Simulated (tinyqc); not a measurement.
From results back to parameters: round or elliptic silicon nanowire with anisotropic valleys (Ritz method). Four cases, with inputs chosen for the exercise.

Problem. For a circular wire every level scales as 1/R^2. The lowest level of group A was computed from a hidden radius.

Wire along x = [100] on a (001) wafer, y = [010], z = [001]. Valley groups, two valleys each (w = inverse masses): A, axis along z: w_y = 1/mt, w_z = 1/ml, m_x = mt; B, axis along y: w_y = 1/ml, w_z = 1/mt, m_x = mt; C, axis along x: w_y = w_z = 1/mt, m_x = ml.

Hard wall on the ellipse (y/a)^2 + (z/b)^2 = 1, c = hbar^2/2m0. With u = y/a, v = z/b the operator is -c [(w_y/a^2) d2/du2 + (w_z/b^2) d2/dv2] on the unit disc. Basis (1 - u^2 - v^2) u^i v^j; S, X and Y are the disc integrals of f f', (df/du)(df'/du) and (df/dv)(df'/dv), from the integral of u^p v^q = 2 Gamma((p+1)/2) Gamma((q+1)/2)/((p + q + 2) Gamma((p+q+2)/2)) for even p, q; H = c (w_y X/a^2 + w_z Y/b^2).

Converged values use 21 functions of each parity class (e or o in u, then in v).

Constants: hbar^2/2m0 = 3.80998211 eV angstrom^2.

Find: E R^2/c; R.

Case 1.

Values chosen (out of a larger set: near those of a Si nanowire; not measured data): ml = 0.908 m0 (longitudinal mass); mt = 0.193 m0 (transverse mass).

level = 0.140650 eV

Solution.

E R^2/c = 17.867
R = 22.0 angstrom

Solve once for R = 1 and scale. The mean inverse mass would give 2.404826^2 (1/mt + 1/ml)/2 = 18.167, 1.7 % too high.

Case 2.

Values chosen (out of a larger set: near those of a Si nanowire; not measured data): ml = 0.906 m0 (longitudinal mass); mt = 0.193 m0 (transverse mass).

level = 0.055595 eV

Solution.

E R^2/c = 17.875
R = 35.0 angstrom

Solve once for R = 1 and scale. The mean inverse mass would give 2.404826^2 (1/mt + 1/ml)/2 = 18.174, 1.7 % too high.

Case 3.

Values chosen (out of a larger set: near those of a Si nanowire; not measured data): ml = 0.909 m0 (longitudinal mass); mt = 0.194 m0 (transverse mass).

level = 0.234525 eV

Solution.

E R^2/c = 17.790
R = 17.0 angstrom

Solve once for R = 1 and scale. The mean inverse mass would give 2.404826^2 (1/mt + 1/ml)/2 = 18.086, 1.7 % too high.

Case 4.

Values chosen (out of a larger set: near those of a Si nanowire; not measured data): ml = 0.907 m0 (longitudinal mass); mt = 0.193 m0 (transverse mass).

level = 0.100724 eV

Solution.

E R^2/c = 17.871
R = 26.0 angstrom

Solve once for R = 1 and scale. The mean inverse mass would give 2.404826^2 (1/mt + 1/ml)/2 = 18.170, 1.7 % too high.

Computed by tinyqc, one run a case: `OMP_NUM_THREADS=1 python tinyqc.py N N+1 out.jsonl` with N = 1281496, 1281512, 1281559, 1281641; one thread of a shared Intel(R) Xeon(R) Processor @ 2.30GHz, about 0.07 s a run at most.
